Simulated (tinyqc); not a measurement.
Inside a calculation. Method: UHF in the sto-3g basis, for BeH2, spin multiplicity 1. This run ends on a higher stationary point, not on the lowest solution. One step of it, computed by the program tinyqc.

Problem. Iteration 2: building the Fock matrix. J_ij = sum D_kl (ij|kl) with D = D(alpha) + D(beta), K_ij = sum D_kl (ik|jl) for each spin; F = H + J - K(s); E = tr D H + tr D J / 2 - 0.5 sum_s tr D(s) K(s) + E_nn.

D(alpha) after iteration 1, lower triangle:
```
            1Be 1s     1Be 2s    1Be 2px    1Be 2py   1Be 2pz      2H 1s     3H 1s
1Be 1s    1.061235
1Be 2s   -0.235675   0.909620
1Be 2px   0.025413  -0.097491   0.337301
1Be 2py  -0.016157   0.061421   0.403550   0.519102
1Be 2pz  -0.015240   0.057958  -0.006380   0.003848  0.003762
2H 1s    -0.027972   0.091414   0.041875   0.068542  0.004850   0.059438
3H 1s    -0.024713   0.079407  -0.061157  -0.062206  0.004127  -0.012729  0.055303
```

D(beta) after iteration 1, lower triangle:
```
            1Be 1s    1Be 2s    1Be 2px    1Be 2py   1Be 2pz      2H 1s     3H 1s
1Be 1s    1.061235
1Be 2s   -0.235675  0.909620
1Be 2px  -0.025413  0.097491   0.337301
1Be 2py  -0.016157  0.061421  -0.403550   0.519102
1Be 2pz  -0.015240  0.057958   0.006380   0.003848  0.003762
2H 1s    -0.027972  0.091414  -0.041875   0.068542  0.004850   0.059438
3H 1s    -0.024713  0.079407   0.061157  -0.062206  0.004127  -0.012729  0.055303
```

core Hamiltonian H = T + V (hartree), lower triangle:
```
            1Be 1s     1Be 2s    1Be 2px    1Be 2py    1Be 2pz      2H 1s      3H 1s
1Be 1s   -8.422935
1Be 2s   -2.076502  -2.651271
1Be 2px   0.000000   0.000000  -2.141829
1Be 2py  -0.000758  -0.006427   0.000000  -2.264487
1Be 2pz  -0.001081  -0.011009   0.000000  -0.000357  -2.142281
2H 1s    -0.177590  -0.650646   0.000000  -0.779869  -0.047919  -1.740189
3H 1s    -0.147547  -0.582653   0.000000   0.711181  -0.043723  -0.010779  -1.693144
```

Two-electron integrals (ij|kl) in chemists' order, unique and non-zero (hartree):
```
(11|11) 2.298831    (21|11) 0.392036    (21|21) 0.079539    (22|11) 0.570988
(22|21) 0.143041    (22|22) 0.417683    (31|31) 0.014607    (32|31) 0.021888
(32|32) 0.092265    (33|11) 0.569578    (33|21) 0.143083    (33|22) 0.417589
(33|33) 0.449859    (41|41) 0.014607    (42|41) 0.021888    (42|42) 0.092265
(43|43) 0.024249    (44|11) 0.569578    (44|21) 0.143083    (44|22) 0.417589
(44|33) 0.401360    (44|44) 0.449859    (51|51) 0.014607    (52|51) 0.021888
(52|52) 0.092265    (53|53) 0.024249    (54|54) 0.024249    (55|11) 0.569578
(55|21) 0.143083    (55|22) 0.417589    (55|33) 0.401360    (55|44) 0.401360
(55|55) 0.449859    (61|11) 0.032536    (61|21) 0.006600    (61|22) 0.011987
(61|33) 0.011910    (61|41) 0.000600    (61|42) 0.001130    (61|44) 0.012145
(61|51) 0.000036    (61|52) 0.000069    (61|54) 0.000014    (61|55) 0.011911
(61|61) 0.000575    (62|11) 0.109171    (62|21) 0.027911    (62|22) 0.093117
(62|33) 0.089272    (62|41) 0.003556    (62|42) 0.024711    (62|44) 0.100669
(62|51) 0.000216    (62|52) 0.001500    (62|54) 0.000692    (62|55) 0.089314
(62|61) 0.002567    (62|62) 0.036098    (63|31) 0.002114    (63|32) 0.010847
(63|43) 0.003908    (63|53) 0.000237    (63|63) 0.002630    (64|11) 0.129640
(64|21) 0.033451    (64|22) 0.116233    (64|33) 0.109576    (64|41) 0.005579
(64|42) 0.037758    (64|44) 0.129374    (64|51) 0.000210    (64|52) 0.001634
(64|54) 0.000965    (64|55) 0.109620    (64|61) 0.003165    (64|62) 0.050273
(64|64) 0.071192    (65|11) 0.007872    (65|21) 0.002031    (65|22) 0.007058
(65|33) 0.006653    (65|41) 0.000210    (65|42) 0.001634    (65|44) 0.007381
(65|51) 0.002127    (65|52) 0.010946    (65|54) 0.003952    (65|55) 0.007131
(65|61) 0.000192    (65|62) 0.003053    (65|64) 0.004163    (65|65) 0.002883
(66|11) 0.283559    (66|21) 0.073543    (66|22) 0.275413    (66|33) 0.257490
(66|41) 0.009156    (66|42) 0.086537    (66|44) 0.310661    (66|51) 0.000556
(66|52) 0.005255    (66|54) 0.003229    (66|55) 0.257686    (66|61) 0.006800
(66|62) 0.145754    (66|64) 0.212291    (66|65) 0.012890    (66|66) 0.774606
(71|11) 0.026993    (71|21) 0.005479    (71|22) 0.009959    (71|33) 0.009895
(71|41) -0.000509   (71|42) -0.000957   (71|44) 0.010092    (71|51) 0.000031
(71|52) 0.000058    (71|54) -0.000012   (71|55) 0.009896    (71|61) 0.000434
(71|62) 0.001795    (71|64) 0.002103    (71|65) 0.000137    (71|66) 0.004745
(71|71) 0.000397    (72|11) 0.096642    (72|21) 0.024731    (72|22) 0.083161
(72|33) 0.079698    (72|41) -0.003134   (72|42) -0.022189   (72|44) 0.089960
(72|51) 0.000190    (72|52) 0.001348    (72|54) -0.000624   (72|55) 0.079736
(72|61) 0.001918    (72|62) 0.014212    (72|64) 0.016892    (72|65) 0.001203
(72|66) 0.041861    (72|71) 0.001892    (72|72) 0.029737    (73|31) 0.001800
(73|32) 0.009395    (73|43) -0.003453   (73|53) 0.000210    (73|63) 0.000676
(73|73) 0.002073    (74|11) -0.116858   (74|21) -0.030163   (74|22) -0.105432
(74|33) -0.099466   (74|41) 0.004886    (74|42) 0.033820    (74|44) -0.117204
(74|51) -0.000188   (74|52) -0.001484   (74|54) 0.000868    (74|55) -0.099506
(74|61) -0.002293   (74|62) -0.017245   (74|64) -0.020370   (74|65) -0.001442
(74|66) -0.051297   (74|71) -0.002369   (74|72) -0.041889   (74|74) 0.059875
(75|11) 0.007101    (75|21) 0.001833    (75|22) 0.006406    (75|33) 0.006044
(75|41) -0.000188   (75|42) -0.001484   (75|44) 0.006702    (75|51) 0.001812
(75|52) 0.009485    (75|54) -0.003493   (75|55) 0.006466    (75|61) 0.000149
(75|62) 0.001218    (75|64) 0.001432    (75|65) 0.000778    (75|66) 0.003624
(75|71) 0.000144    (75|72) 0.002545    (75|74) -0.003512   (75|75) 0.002286
(76|11) 0.001786    (76|21) 0.000442    (76|22) 0.001253    (76|33) 0.001243
(76|41) -2.31e-06   (76|42) -0.000013   (76|44) 0.001270    (76|51) 0.000008
(76|52) 0.000043    (76|54) -5.82e-07   (76|55) 0.001245    (76|61) 0.000037
(76|62) 0.000279    (76|64) 0.000349    (76|65) 0.000026    (76|66) 0.000830
(76|71) 0.000031    (76|72) 0.000257    (76|74) -0.000328   (76|75) 0.000024
(76|76) 3.80e-06    (77|11) 0.271815    (77|21) 0.070509    (77|22) 0.265512
(77|33) 0.248818    (77|41) -0.008438   (77|42) -0.081582   (77|44) 0.298297
(77|51) 0.000513    (77|52) 0.004957    (77|54) -0.003006   (77|55) 0.249001
(77|61) 0.005499    (77|62) 0.045478    (77|64) 0.054683    (77|65) 0.003883
(77|66) 0.139147    (77|71) 0.005405    (77|72) 0.131259    (77|74) -0.192895
(77|75) 0.011721    (77|76) 0.000830    (77|77) 0.774606
```

nuclear repulsion = 2.36241703 hartree

Give: Coulomb J; exchange K(alpha); exchange K(beta); F(alpha); F(beta); total energy of this density.

Solution.

Coulomb J (hartree), lower triangle:
```
         1Be 1s  1Be 2s  1Be 2px  1Be 2py  1Be 2pz   2H 1s   3H 1s
1Be 1s   6.7211
1Be 2s   1.3135  2.7338
1Be 2px  0.0000  0.0000   2.7256
1Be 2py  0.0052  0.0264   0.0000   2.7723
1Be 2pz  0.0046  0.0234   0.0000   0.0005   2.6934
2H 1s    0.1099  0.6041   0.0000   0.7526   0.0477  1.7977
3H 1s    0.0908  0.5247   0.0000  -0.6604   0.0420  0.0084  1.6771
```

exchange K(alpha) (hartree), lower triangle:
```
          1Be 1s   1Be 2s  1Be 2px  1Be 2py  1Be 2pz   2H 1s   3H 1s
1Be 1s    2.3388
1Be 2s    0.4131   0.5133
1Be 2px  -0.0014  -0.0468   0.2580
1Be 2py   0.0010   0.0337   0.1828   0.3830
1Be 2pz   0.0008   0.0298  -0.0028   0.0020   0.1162
2H 1s     0.0366   0.1582   0.0471   0.1504   0.0114  0.1781
3H 1s     0.0300   0.1234  -0.0652  -0.1175   0.0089  0.0010  0.1411
```

exchange K(beta) (hartree), lower triangle:
```
         1Be 1s  1Be 2s  1Be 2px  1Be 2py  1Be 2pz   2H 1s   3H 1s
1Be 1s   2.3388
1Be 2s   0.4131  0.5133
1Be 2px  0.0014  0.0468   0.2580
1Be 2py  0.0010  0.0337  -0.1828   0.3830
1Be 2pz  0.0008  0.0298   0.0028   0.0020   0.1162
2H 1s    0.0366  0.1582  -0.0471   0.1504   0.0114  0.1781
3H 1s    0.0300  0.1234   0.0652  -0.1175   0.0089  0.0010  0.1411
```

F(alpha) (hartree), lower triangle:
```
          1Be 1s   1Be 2s  1Be 2px  1Be 2py  1Be 2pz    2H 1s    3H 1s
1Be 1s   -4.0406
1Be 2s   -1.1761  -0.4308
1Be 2px   0.0014   0.0468   0.3258
1Be 2py   0.0034  -0.0137  -0.1828   0.1248
1Be 2pz   0.0028  -0.0174   0.0028  -0.0018   0.4349
2H 1s    -0.1043  -0.2047  -0.0471  -0.1777  -0.0116  -0.1205
3H 1s    -0.0868  -0.1813   0.0652   0.1683  -0.0105  -0.0034  -0.1571
```

F(beta) (hartree), lower triangle:
```
          1Be 1s   1Be 2s  1Be 2px  1Be 2py  1Be 2pz    2H 1s    3H 1s
1Be 1s   -4.0406
1Be 2s   -1.1761  -0.4308
1Be 2px  -0.0014  -0.0468   0.3258
1Be 2py   0.0034  -0.0137   0.1828   0.1248
1Be 2pz   0.0028  -0.0174  -0.0028  -0.0018   0.4349
2H 1s    -0.1043  -0.2047   0.0471  -0.1777  -0.0116  -0.1205
3H 1s    -0.0868  -0.1813  -0.0652   0.1683  -0.0105  -0.0034  -0.1571
```

total energy of this density = -14.743510 hartree

This density is a damped mixture and is not idempotent.
